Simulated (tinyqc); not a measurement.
Inside a calculation. Model: capacitance of parallel on-chip lines from Laplace's equation on a mesh.

Computed by the program tinyqc: `OMP_NUM_THREADS=1 python tinyqc.py 2790173 2790174 out.jsonl`, one thread of a shared Intel Xeon 2.30GHz, about 0.7 s for the whole run. Printed values are rounded.

Cross-section of an endless row of equal lines between two grounded planes; neighbours are driven in antiphase (+1 V and -1 V), so the plane midway between two lines is at 0 V. By symmetry one quarter is solved: x runs from the centre of a line (column 0, mirror) to that midplane (column 4, 0 V), y from the mid-height of the line (row 0, mirror) to the ground plane (row 3, 0 V). The line fills columns 0 to 2 and rows 0 to 1 at 1 V. Cells beside the line (below row 1) have e2, cells above have e1. Each link between nodes has the conductance g = mean permittivity of the two cells beside it (a cell beyond a mirror counts as 0), and the free nodes obey sum g (V_neighbour - V) = 0.

Parameters, values chosen for the exercise:
- e1 = 4.2 (relative permittivity above and below the lines)
- e2 = 2 (relative permittivity between the lines)
- om = 1.4 (over-relaxation factor)

Constants: eps0 = 8.8541878128e-12 F/m. Results are converted to the units shown.

## Link conductances

gx[j, i] joins node (row j, column i) to column i + 1, gy[j, i] to row j + 1.

gx:
```
	col 0	col 1	col 2	col 3
row 0	1	1	1	1
row 1	3.1	3.1	3.1	3.1
row 2	4.2	4.2	4.2	4.2
row 3	2.1	2.1	2.1	2.1
```

gy:
```
	col 0	col 1	col 2	col 3	col 4
row 0	1	2	2	2	1
row 1	2.1	4.2	4.2	4.2	2.1
row 2	2.1	4.2	4.2	4.2	2.1
```

## Iteration 1: relaxation sweep

V at the start (V):
```
	col 0	col 1	col 2	col 3	col 4
row 0	1	1	1	0	0
row 1	1	1	1	0	0
row 2	0	0	0	0	0
row 3	0	0	0	0	0
```

One sweep visits the free nodes row by row from row 0, left to right, and replaces V by V + om (weighted mean of the neighbours - V), using new values at once.

V after sweep 1 (V):
```
	col 0	col 1	col 2	col 3	col 4
row 0	1.000000	1.000000	1.000000	0.350000	0.000000
row 1	1.000000	1.000000	1.000000	0.429032	0.000000
row 2	0.350000	0.472500	0.515375	0.330543	0.000000
row 3	0.000000	0.000000	0.000000	0.000000	0.000000
```

## Iteration 2: relaxation sweep

As before.

V after sweep 2 (V):
```
	col 0	col 1	col 2	col 3	col 4
row 0	1.000000	1.000000	1.000000	0.510323	0.000000
row 1	1.000000	1.000000	1.000000	0.450362	0.000000
row 2	0.540750	0.530644	0.445265	0.181253	0.000000
row 3	0.000000	0.000000	0.000000	0.000000	0.000000
```

## Course of the relaxation

Stop when no node changes by 1e-7 V. C = 4 eps0 sum g (difference of V along the link)^2, in aF/um.

Course of the iteration:
```
sweep	C (aF/um)	largest change (V)
1	306.8613	0.515
2	292.7771	0.191
3	289.4423	0.0904
4	288.8607	0.0436
5	288.7086	0.0399
6	288.6817	0.0140
7	288.6780	3.89e-3
8	288.6775	1.06e-3
9	288.6775	3.91e-4
10	288.6774	1.66e-4
11	288.6774	7.79e-5
12	288.6774	7.29e-5
13	288.6774	2.20e-5
14	288.6774	6.11e-6
15	288.6774	4.03e-6
16	288.6774	1.13e-6
17	288.6774	2.46e-7
18	288.6774	2.06e-7
19	288.6774	5.97e-8
```

Converged in 19 sweeps. Over the last four sweeps the change shrinks by about 0.35 a sweep. C comes down from above, since the solution minimises the energy.

## Capacitance per length

converged V (V):
```
	col 0	col 1	col 2	col 3	col 4
row 0	1.000000	1.000000	1.000000	0.445214	0.000000
row 1	1.000000	1.000000	1.000000	0.390427	0.000000
row 2	0.488561	0.477122	0.419928	0.202589	0.000000
row 3	0.000000	0.000000	0.000000	0.000000	0.000000
```

C = 4 eps0 sum g (difference of V)^2 over all links (twice the energy of the four quarters, line at 1 V). Plate estimate without fringing: eps0 [2 e1 w/hd + 2 e2 t/(s/2)], w = 4 hx, t = 2 hx, s/2 = 2 hx, hd = 2 hx.

C = 288.6774 aF/um
plate estimate = 184.1671 aF/um

C depends on the shape only, not on the mesh step hx. Meshes 6, 12 and 24 times finer extrapolate (Aitken) to 262.7 aF/um; this mesh is 9.9 % above that, and the plate estimate is 30 % below it.
